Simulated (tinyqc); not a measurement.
# Lossy on-chip transmission line with skin effect, step by step

tinyqc, about 0.01 s, one thread, Intel Xeon 2.30GHz (shared host): `OMP_NUM_THREADS=1 python tinyqc.py 2810179 2810180 out.jsonl` Printed values are rounded.

A uniform line in a homogeneous dielectric: c = sqrt(er)/(c0 Z0), l = Z0 sqrt(er)/c0 (c0 = 299792458 m/s), g = w c td, w = 2 pi f. The resistance joins its limits as r = sqrt(r_dc^2 + r_hf^2), with r_dc = rho/(wd th), r_hf = kr rho/(2 delta (wd + th)), delta = sqrt(rho/(pi f mu0)), mu0 = 4 pi 1e-7 H/m; this is an interpolation, and internal inductance, up to 0.05 nH/mm at low frequency, is neglected.

Parameters, values chosen for the exercise:
```
symbol,value,unit,meaning
wd,5.7,um,width of the strip
th,0.66,um,thickness of the strip
rho,2.9,uohm cm,resistivity
er,3,,relative permittivity
td,0.02,,loss tangent
Z0,50,ohm,lossless impedance sqrt(l/c)
kr,1.2,,factor for crowding and the return path
len,0.38,mm,length
Rg,50,ohm,source resistance
RL,1000,ohm,load resistance
CL,100,fF,load capacitance
f,0.94,GHz,frequency
```

## Line constants

delta, r_dc, r_hf, r, l, c and g as defined.

delta = 2.79547 um
r_dc = 7.70867 ohm/mm
r_hf = 0.978671 ohm/mm
r = 7.77054 ohm/mm
l = 0.288875 nH/mm
c = 115.550 pF/m
g = 0.0136492 S/m

r is 1.01 times r_dc; the skin depth is 4.24 of the thickness.

## Propagation constant and impedance

gamma = sqrt((r + i w l)(g + i w c)) = alpha + i beta, Zc = sqrt((r + i w l)/(g + i w c)), roots with positive real part; loss 8.685889638 alpha in dB; phase velocity w/beta.

gamma len = 0.0177671+0.0216447i
Zc = 84.7986-66.8144i ohm
loss = 0.406114 dB/mm
phase velocity over c0 = 0.345875
r/(w l) = 4.55443

r exceeds w l, so the line behaves mainly as an RC line at this frequency.

## Reflection, input impedance and transfer

ZL = 1/(1/RL + i w CL); reflection (ZL - Zc)/(ZL + Zc); Zin = Zc (ZL + Zc tanh(gamma len))/(Zc + ZL tanh(gamma len)); H = V_load/V_source = [Zin/(Zin + Rg)]/[cosh(gamma len) + (Zc/ZL) sinh(gamma len)].

ZL = 741.383-437.875i ohm
reflection at the load = 0.778553+0.026468i
Zin = 582.737-490.339i ohm
H = 0.948151-0.040792i
|H| = -0.454417 dB
